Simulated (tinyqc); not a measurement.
A particle near a wafer in liquid: double-layer and van der Waals forces (DLVO), deposition barrier and removal: one step, computed by the program tinyqc. Command: `OMP_NUM_THREADS=1 python tinyqc.py 3112041 3112042 out.jsonl dlvo walk`. One thread of a shared host (Intel(R) Xeon(R) Processor @ 2.30GHz), about 0.01 s of CPU time with the checks.

Sphere and flat wall, Derjaguin approximation, constant potentials in the linear-superposition form, no retardation and no hydration force.

Problem. Energy and force at one gap. U(h) = Z R exp(-kappa h) - A R/(6 h); F(h) = -dU/dh = kappa Z R exp(-kappa h) - A R/(6 h^2), positive for repulsion.

Inputs (values chosen for the exercise, of the order of those for silica on copper in water):
```
quantity,value,unit
particle radius R,400,nm
Hamaker constant A,3.5e-20,J
temperature T,323,K
gap h,14,nm
```

Z = 6.921284 pN

kappa = 2.759939 1/nm

Constants: k_B = 1.380649e-23 J/K.

Give: double-layer energy; van der Waals energy; U(h); F(h).

Solution.

double-layer energy = 1.028e-14 k_B T

van der Waals energy = -37.37 k_B T

U(h) = -37.37 k_B T

F(h) = -11.90 pN
